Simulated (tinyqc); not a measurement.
# Barrier and mass from two Fowler-Nordheim currents

Problem. Fowler-Nordheim tunnelling through a dielectric follows J = A F^2 exp(-B/F), A = q^2 me/(16 pi^2 hbar m1 phi1) (A/V^2 with phi1 in volts), B = (4/3) sqrt(m1/C) phi1^1.5 (V/nm), C = hbar^2/(2 m0). Find B, A, phi1 and m1.

Values chosen for this exercise: emitter mass in the supply function me = 0.31 m0.

Constants: q = 1.602176634e-19 C, hbar = 1.054571817e-34 J s, m0 = 9.1093837015e-31 kg, hbar^2/(2 m0) = 0.0380998212 eV nm^2. Results are converted to the units shown.

J at F = 0.89 and 1.43 V/nm (A/cm^2): 1.7184411e-5  1.7642534

Answer. The slope of ln(J/F^2) against 1/F is -B and the intercept gives A. A fixes the product m1 phi1, and B = (4/3) phi1 sqrt(m1 phi1/C) then gives phi1.

B = 24.96 V/nm
A = 3.286e-7 A/V^2
phi1 = 3.030 eV
m1 = 0.4800 m0

Program tinyqc, `OMP_NUM_THREADS=1 python tinyqc.py 2540043 2540044 out.jsonl`; Intel Xeon 2.30GHz, shared host, one thread, about 0.04 s.
